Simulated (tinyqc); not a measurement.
# From one set of inputs to another, one input at a time

Model: chemical vapour deposition: Grove model, boundary layer, depletion and step coverage. Computed by tinyqc, a small Python program. Command: `OMP_NUM_THREADS=1 python tinyqc.py 3030019 3030020 out.jsonl cvd ladder`. One thread of a shared host (Intel(R) Xeon(R) Processor @ 2.30GHz), about 0.07 s of CPU time with the checks.

A precursor diffuses to the surface and reacts there at first order; each molecule that reacts adds one formula unit of film.

The inputs printed are set A. Set A is close to those used for polysilicon from silane; the values taken over come from a set close to those used for silicon nitride (counted as SiN4/3). Inputs not listed in the table keep their values of set A, so the rows need not describe a real material.

Inputs (values chosen for the exercise, close to those used for polysilicon from silane):

| quantity | value | unit |
|---|---|---|
| prefactor k0 of k_s | 2.4e+08 | cm/s |
| activation energy E | 1.58 | eV |
| temperature T | 690 | C |
| total pressure p | 0.5 | torr |
| mole fraction of the precursor Y | 0.065 | - |
| gas diffusivity D0 at 273.15 K and 760 torr | 0.35 | cm^2/s |
| film density N | 5e+22 | formula units/cm^3 |
| precursor mass M | 32 | u |
| trench width w | 0.49 | um |
| aspect ratio of the trench | 12 | - |
| wafer radius R | 7.5 | cm |
| wafer spacing s | 0.99 | cm |

Reactor: wafer stack, low pressure.

Constants: k_B = 1.380649e-23 J/K; u = 1.6605390666e-27 kg; k_B = 8.617333262e-05 eV/K.

Method:
- k_s = k0 exp(-E/(k_B T)); C_g = Y p/(k_B T), 1 torr = 133.322 Pa; D = D0 (T/273.15)^1.75 (760/p).
- Temperatures in kelvin are T(C) + 273.15.
- Mean speed c = sqrt(8 k_B T/(pi M)); reactive sticking probability beta = 4 k_s/c.
- Between two wafers the gas diffuses inward and reacts on both faces: (D/r) d/dr (r dC/dr) = 2 k_s C/s, so C(r)/C_g = I0(phi r/R)/I0(phi) with phi^2 = 2 k_s R^2/(s D); G(r) = k_s C(r)/N, 1 cm/s = 6e8 nm/min; the mean over the wafer is eta = 2 I1(phi)/(phi I0(phi)).
- In a long trench of width w and depth l = aspect ratio x w: Knudsen diffusivity D_K = (2w) c/3 (hydraulic diameter 2w), combined as 1/D_e = 1/D_K + 1/D; D_e d2C/dz2 = 2 k_s C/w with D_e dC/dz = -k_s C at the floor. With m = sqrt(2 k_s/(w D_e)): C(floor)/C(top) = 1/[cosh(m l) + (k_s/(D_e m)) sinh(m l)].

Each row keeps all changes above it:

| input moved | from | to | growth rate G at the edge (nm/min) | modulus m l | Thiele modulus phi |
|---|---|---|---|---|---|
| set A | - | - | 5.0687 | 0.0838 | 0.17469 |
| wafer radius R (cm) | 7.5 | 15 | 5.0687 | 0.0838 | 0.34938 |
| temperature T (C) | 690 | 710 | 7.3139 | 0.1012 | 0.41647 |
| trench width w (um) | 0.49 | 0.055 | 7.3139 | 0.1011 | 0.41647 |
| aspect ratio of the trench | 12 | 150 | 7.3139 | 1.2641 | 0.41647 |
| gas diffusivity D0 at 273.15 K and 760 torr (cm^2/s) | 0.35 | 0.42 | 7.3139 | 1.2641 | 0.38019 |
| prefactor k0 of k_s (cm/s) and activation energy E (eV) | 240000000, 1.58 | 390000000, 1.84 | 0.5523 | 0.3474 | 0.10448 |

Where does the difference come from?

Growth rate G at the edge goes from 5.07 to 0.552, a factor 0.109 in all. The largest single move comes from prefactor k0 of k_s with activation energy E (a factor 0.0755), and temperature T works against it (a factor 1.44). Modulus m l goes from 0.0838 to 0.347, a factor 4.15 in all. The largest single move comes from aspect ratio of the trench (a factor 12.5), and prefactor k0 of k_s with activation energy E works against it (a factor 0.275). Thiele modulus phi goes from 0.175 to 0.104, a factor 0.598 in all. The largest single move comes from prefactor k0 of k_s with activation energy E (a factor 0.275), and wafer radius R works against it (a factor 2.00). The single moves hold for this order of the switches; the total does not depend on the order.

Caution (all rows): the hydraulic-diameter form of D_K is rough for a slit.

Extremes, crossings and ranges named in words are read from the listed rows.
